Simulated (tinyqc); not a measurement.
Worked calculation: self-heating of a transistor with one or more fingers, with temperature-dependent conductivity. Computed by tinyqc, a small Python program that keeps every step. Command: `OMP_NUM_THREADS=1 python tinyqc.py 3016093 3016094 out.jsonl selfheat walk`. One thread of a shared host (Intel(R) Xeon(R) Processor @ 2.30GHz), about 0.08 s of CPU time with the checks. Intermediate numbers are printed to about 5 digits and carried at full precision; extremes and crossings named in words are read from the listed rows.

N long parallel fingers lie on the top face of a slab whose bottom is held at T_0; the top is otherwise insulated, and heat flows in two dimensions. P in W/mm is 1000 P in W/m.

Inputs (values chosen for the exercise, modelled on gallium arsenide): conductivity at the base temperature kappa_0 = 35.3 W/(m K); exponent m in kappa ~ T^-m = 1.16; base temperature T_0 = 358 K; power per gate width P = 0.17 W/mm; fingers N = 2; finger pitch s = 16 micrometre; width of the heat source w = 1.6 micrometre; substrate thickness t = 150 micrometre; phonon free path Lambda = 67 nm; heat capacity C = 1.8 1e6 J/(m^3 K); pulse length = 4.9 microsecond.

Power: fixed power.

## Geometry factors

A line source of power P on the top face raises the top at distance x by (P/(pi kappa_0)) g(x), g(x) = -ln tanh(pi x/(4 t)) (the image sum for the slab). On a strip of width w the centre sees the mean of g over the strip, g_0 = 1 + ln(8 t/(pi w)) for w much below t.

own factor g_0 = 6.4753

g(j s), j = 1..7: [2.4819, 1.7958, 1.4017, 1.1298, 0.9264, 0.7674, 0.6399]

## Linear temperature rise of each finger

theta_i = (P/(pi kappa_0)) [g_0 + sum over j != i of g(|i - j| s)], with equal powers and constant conductivity; thermal resistance = largest theta/P.

theta of each finger (K): [13.731, 13.731]

largest theta = 13.731 K

thermal resistance = 80.770 K mm/W

## Correction for the falling conductivity

Kirchhoff transformation for kappa = kappa_0 (T/T_0)^-m: T = T_0 [1 - (m - 1) theta/T_0]^(-1/(m - 1)), where theta is the linear rise. The bracket vanishes at the power P T_0/((m - 1) theta).

peak temperature = 372.04 K

true rise = 14.042 K

true rise / linear rise = 1.0226

power at which the formula diverges = 27.702 W/mm

The falling conductivity adds 2.3 % to the rise.

## Extra rise from ballistic phonons

Near a source smaller than the free path, Fourier's law overstates the flow. Rough estimate: a strip that emits phonons into a half space adds a resistance times area of 4 Lambda/(3 kappa_0), from the ballistic flux C v Delta T/4 with kappa_0 = C v Lambda/3, so Delta T_b = 4 Lambda P/(3 kappa_0 w); Knudsen number Lambda/w.

Knudsen number = 0.041875

ballistic rise Delta T_b = 0.26889 K

Delta T_b / largest theta = 0.019582

By this estimate the ballistic term is at most a fifth of the Fourier rise.

## Rise at the end of a pulse

After switching on, theta(tau) = (P D/kappa_0) int_0^tau X(u) Z(u) du at the hottest finger, D = kappa_0/C; X = sum over fingers at distance x of [erf((x + w/2)/r) - erf((x - w/2)/r)]/(2 w), Z = sum_(j=-200..200) (-1)^j exp(-(2 j t/r)^2)/sqrt(pi D u), r = 2 sqrt(D u); trapezoid rule on 300 points evenly spaced in ln u from u_0 = 1e-3 min(tau, w^2/D) to tau, plus the exact piece 2 sqrt(u_0/(pi D))/w below u_0. Conductivity and power are held at their base values here, and Fourier's law is used even where the diffusion length is near a phonon free path.

diffusivity D = 19.611 micrometre^2/microsecond

diffusion length sqrt(D tau) = 9.8028 micrometre

linear rise after the pulse = 6.3013 K

share of the steady rise = 0.4589

## Rise against time

The formulas are those given above.

Heating curve:
```
time (microsecond)  sqrt(D time) (micrometre)  rise (K)  share of the steady rise
0.0011                                0.14687   0.49884                   0.03633
0.011                                 0.46446    1.4902                    0.1085
0.11                                   1.4687    3.1032                     0.226
1.1                                    4.6446    4.8618                    0.3541
11                                     14.687    7.3156                    0.5328
57                                     33.434    9.6689                    0.7042
230                                    67.161    11.771                    0.8573
690                                    116.33    13.211                    0.9622
1700                                   182.59    13.689                     0.997
```

Half the steady rise is reached between 1.1 and 11 microseconds, and the last row holds 99.7 % of it; the slowest time constant is 4 t^2/(pi^2 D) = 465 microseconds. While the diffusion length lies between w and the pitch or thickness, the rise grows as the logarithm of time; once it nears the pitch of 16 micrometre the neighbours add their heat.

Checks made by the program: g(s) against the alternating image sum (relative difference 5e-07); Kirchhoff integral of kappa/kappa_0 from T_0 to T (relative difference below 1e-10); long-time limit against the steady rise (relative difference 3e-05).
